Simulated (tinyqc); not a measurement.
## Transfer length from front and end resistance

Inverse problem. A contact of length d and width W has Rc = (Rsh Lt/W) coth(d/Lt) and Re = (Rsh Lt/W)/sinh(d/Lt), with Rsh the sheet resistance under the metal and Lt = sqrt(rc/Rsh). Find Lt, Rsh and rc.

Inputs (values chosen for the exercise): contact length d = 1.2 um; contact width W = 20 um.

Rc = 5.3743441 ohm
Re = 3.5893697 ohm

Answer. Rc/Re = cosh(d/Lt) gives Lt, and Re then gives Rsh.

Lt = 1.250 um
Rsh = 64.00 ohm/sq
rc = 1.000e-6 ohm cm^2

Numbers from tinyqc (`OMP_NUM_THREADS=1 python tinyqc.py 2760079 2760080 out.jsonl`; about 0.01 s on one thread of a shared Intel Xeon 2.30GHz).
